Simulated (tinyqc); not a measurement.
Hubbard ring of 3 sites, step by step. Computed by tinyqc, a small Python program that keeps every step. Settings: hopping = 1.48, U = 1.8, mixing = 1, iteration cap = 79. Command: `OMP_NUM_THREADS=1 python tinyqc.py 22852 22853 out.jsonl` (the two numbers bound the seeds that draw the settings). One thread of a shared host (Intel(R) Xeon(R) Processor @ 2.60GHz), about 0.2 s of CPU time with the checks. Later iterations appear only in the table of the cycle.

## Mean-field iteration 1

one-body matrix (hopping and site energies) (eV), lower triangle:
```
         1        2       3
1  -0.3800
2  -1.4800   0.2200
3  -1.4800  -1.4800  0.6500
```

U = 1.8000 eV

electrons, up and down: 2  2

mixing = 1

n(up) at the start (a guess, not normalised): 1 0.9670, 2 0.3670, 3 0.9670

n(down) at the start (a guess): 1 0.3670, 2 0.9670, 3 0.3670

H(up) = T + U n(down), H(down) = T + U n(up); fill the lowest levels; n(new) = n + mixing (n(out) - n); E = tr T (rho up + rho down) + U sum n_up n_down of the output.

levels, up (eV): -1.8868  2.2535  3.1850

levels, down (eV): -1.4996  2.5974  3.5339

energy = -0.3820 eV

n(up) after iteration 1: 1 0.9778, 2 0.3113, 3 0.7109

n(down) after iteration 1: 1 0.8211, 2 0.9375, 3 0.2413

## Mean-field iteration 2

As before.

levels, up (eV): -1.6279  2.5712  3.1467

levels, down (eV): -1.6463  2.5390  3.1972

energy = -0.4070 eV

n(up) after iteration 2: 1 0.8672, 2 0.2596, 3 0.8733

n(down) after iteration 2: 1 0.7260, 2 0.9645, 3 0.3094

## Convergence

Each step fills the lowest levels of T + U n(other spin) and sets n(new) = n + mixing (n(out) - n); stop when output and input agree to 1e-8.

Course of the cycle:
```
iteration     E (eV)  largest |n(out) - n(in)|  mean |n_up - n_down|
1          -0.382034                  4.54e-01                0.4175
2          -0.406978                  1.62e-01                0.4700
3          -0.419521                  9.50e-02                0.4488
4          -0.424093                  6.19e-02                0.4606
5          -0.426141                  3.73e-02                0.4534
6          -0.426936                  2.48e-02                0.4561
7          -0.427270                  1.49e-02                0.4533
8          -0.427403                  1.04e-02                0.4541
9          -0.427457                  6.00e-03                0.4530
10         -0.427479                  4.22e-03                0.4532
11         -0.427487                  2.41e-03                0.4528
...              ...                       ...                   ...
29         -0.427493                  6.60e-07                0.4526
30         -0.427493                  4.70e-07                0.4526
31         -0.427493                  2.65e-07                0.4526
32         -0.427493                  1.89e-07                0.4526
33         -0.427493                  1.07e-07                0.4526
34         -0.427493                  7.60e-08                0.4526
35         -0.427493                  4.29e-08                0.4526
36         -0.427493                  3.06e-08                0.4526
37         -0.427493                  1.72e-08                0.4526
38         -0.427493                  1.23e-08                0.4526
39         -0.427493                  6.93e-09                0.4526
```

local moments n_up - n_down: 1 0.0455, 2 -0.6790, 3 0.6335

Converged in 39 iterations. Before convergence this energy mixes input and output and is not variational, so it may rise towards its limit.

## The many-body Hamiltonian

Basis: all placements (u, d, 2, 0 on each site), up operators ordered before down ones; hops carry the sign of the same-spin electrons passed.

H (eV), lower triangle:
```
         220      2ud      u2d      2du      202      ud2      d2u      du2
220   3.2800
2ud  -1.4800   1.9100
u2d   1.4800  -1.4800   2.5100
2du  -1.4800   0.0000   0.0000   1.9100
202   0.0000  -1.4800   0.0000  -1.4800   4.1400
ud2   0.0000   0.0000  -1.4800   1.4800  -1.4800   2.9400
d2u   1.4800   0.0000   0.0000  -1.4800   0.0000   0.0000   2.5100
du2   0.0000   1.4800   0.0000   0.0000  -1.4800   0.0000  -1.4800   2.9400
022   0.0000   0.0000   1.4800   0.0000   0.0000  -1.4800   1.4800  -1.4800

        022
022  5.3400
```

## Exact diagonalisation (9 states)

Lowest levels of the sector, and the double occupancy of the lowest state.

lowest levels (eV): -0.5474  -0.4106  -0.0196  0.8546  3.6614  4.2461

double occupancy per site = 0.3333

The mean-field solution above lies 0.1199 eV above the exact energy.

## The lowest level by Lanczos steps

From a random start vector (not printed): a_j = <q_j|H|q_j>, b_j = norm of the remainder after orthogonalising; the Ritz value is the lowest eigenvalue of the tridiagonal matrix of a and b so far.

Lanczos:
```
j  a_j (eV)  b_j (eV)  lowest Ritz value (eV)
1    0.8992    2.2034                0.899239
2    6.4273    2.9079                0.128462
3    3.9850    2.7162               -0.166242
4    3.2140    0.6867               -0.486905
5    4.2693    1.7688               -0.500326
6    1.2903    1.7935               -0.508380
7    3.3041    0.5296               -0.529443
8    0.5402    1.5563               -0.535396
9    3.5505         0               -0.547414
```
